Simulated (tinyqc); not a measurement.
What the s* orbital does: sp3s* tight binding.

sp3s* tight binding, nearest neighbours only: anion (a) at 0, cation (c) at a/4 (1,1,1), orbitals s, px, py, pz, s* on each; k in units of 2 pi/a. With phases e_j = exp(i (pi/2) k.n_j) for n = (1,1,1), (1,-1,-1), (-1,1,-1), (-1,-1,1): g0 = (e1+e2+e3+e4)/4, g1 = (e1+e2-e3-e4)/4, g2 = (e1-e2+e3-e4)/4, g3 = (e1-e2-e3+e4)/4. The diagonal holds the levels Esa, Epa, Exa (s*) and Esc, Epc, Exc. Anion-cation block: <sa|sc> = Vss g0; <sa|xc> = Vsapc g1; <xa|sc> = -Vscpa g1; <xa|xc> = Vxx g0; <xa|yc> = <ya|xc> = Vxy g3, <xa|zc> = <za|xc> = Vxy g2, <ya|zc> = <za|yc> = Vxy g1; <s*a|xc> = Vxapc g1; <xa|s*c> = -Vpaxc g1; y and z take g2 and g3 in place of g1; s-s* and s*-s* vanish.

Values chosen for the exercise (near a published set for Si, fitted to gaps, whose masses and valley positions are rough; the results hold for these values, not for the real material): Esa = -4.19 eV (s level of the anion); Epa = 1.721 eV (p level of the anion); Esc = -4.19 eV (s level of the cation); Epc = 1.721 eV (p level of the cation); Exa = 6.664 eV (s* level of the anion); Exc = 6.664 eV (s* level of the cation); Vss = -8.266 eV (s-s); Vxx = 1.724 eV (px-px); Vxy = 4.609 eV (px-py); Vsapc = 5.729 eV (s anion, p cation); Vscpa = 5.729 eV (s cation, p anion); Vxapc = 5.365 eV (s* anion, p cation); Vpaxc = 5.365 eV (p anion, s* cation).

The s* couplings Vxapc and Vpaxc are scaled by f; f = 0 is the plain sp3 model. Gaps from the top of the valence band at Gamma; the Delta value is the minimum on (x,0,0), 0.5 <= x <= 1.

Gaps (eV):

| f | Gamma | Delta | L | x of the minimum |
|---|---|---|---|---|
| 0.00 | 3.4480 | 4.1040 | 4.0197 | 0.500 |
| 0.25 | 3.4480 | 3.8132 | 3.8333 | 0.500 |
| 0.50 | 3.4480 | 3.1527 | 3.4146 | 0.560 |
| 0.75 | 3.4480 | 2.1995 | 2.9402 | 0.698 |
| 0.90 | 3.4480 | 1.5894 | 2.6643 | 0.723 |
| 1.00 | 3.4480 | 1.1824 | 2.4892 | 0.732 |
| 1.10 | 3.4480 | 0.7784 | 2.1056 | 0.736 |

The gap at Gamma stays, since g1 to g3 vanish there. From f = 0 to 1 the s* levels lower the Delta value by 2.922 eV and L by 1.531 eV. For f = 0 and 0.25 the least value lies at x = 0.5, the end of the range: any valley further out lies above that value until s* has lowered it enough. The lowest of the three is Gamma at f = 0 and the Delta line at f = 1.

(tinyqc, `OMP_NUM_THREADS=1 python tinyqc.py 1450971 1450972 out.jsonl`, Intel(R) Xeon(R) Processor @ 2.30GHz, 1 thread, shared host, about 0.1 s.)
